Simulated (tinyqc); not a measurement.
Thickness and doping from the maximum and minimum capacitance.

Question. A MOS capacitor has Cmax = Cox = eps0 eox/tox and 1/Cmin = 1/Cox + Wm/(eps0 eps_r), with Wm = sqrt(4 eps0 eps_r Vt ln(N/ni)/(q N)) and N well above ni. Find tox, Wm and N.

Values chosen for this exercise; band and dielectric values close to those of silicon:
```
symbol  value  unit                                                               meaning
T         293     K                                                           temperature
eps_r    11.8                                                       relative permittivity
eox      21.8        relative permittivity of the gate insulator (close to hafnium oxide)
```

Constants: q = 1.602176634e-19 C, kB = 1.380649e-23 J/K, Vt = kB T/q, eps0 = 8.8541878128e-14 F/cm where lengths are in cm. Results are converted to the units shown.

Cmax = 0.24746320 uF/cm^2
Cmin = 0.073761280 uF/cm^2
ni = 7.4285598e9 cm^-3

Solution. Cmax gives tox and the series difference Wm. N follows by iterating N = 4 eps0 eps_r Vt ln(N/ni)/(q Wm^2); ln(N/ni)/N falls steadily for N > e ni, so there is one root in that range.

tox = 78.0 nm
Wm = 99.4 nm
N = 1.10e17 cm^-3

Numbers from tinyqc (`OMP_NUM_THREADS=1 python tinyqc.py 2060099 2060100 out.jsonl`; about 0.01 s on one thread of a shared Intel Xeon 2.30GHz).
